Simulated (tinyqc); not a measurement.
Slope factor and drain-induced lowering from three currents.

Inverse problem. With source and body at 0 V, I = A exp((Vg + dd Vd)/(nf Vt)) (1 - exp(-Vd/Vt)). Find nf, the swing nf Vt ln 10 and dd.

Parameters, values chosen for the exercise:

| symbol | value | unit | meaning |
|---|---|---|---|
| T | 330 | K | temperature |

Constants: q = 1.602176634e-19 C, kB = 1.380649e-23 J/K, Vt = kB T/q. Results are converted to the units shown.

currents at (Vg, Vd) = (0, 0.05), (0, 0.7) and (0.06, 0.7) V (nA/um): [0.16721002, 6.0552493, 34.627729]

Solution. The pair at equal Vd gives nf; the pair at equal Vg, after dividing out the factors 1 - exp(-Vd/Vt), gives dd.

nf = 1.210
swing = 79.23 mV/decade
dd = 0.1800

Computed by the program tinyqc: `OMP_NUM_THREADS=1 python tinyqc.py 2242035 2242036 out.jsonl`, one thread of a shared Intel Xeon 2.30GHz, about 0.03 s for the whole run.
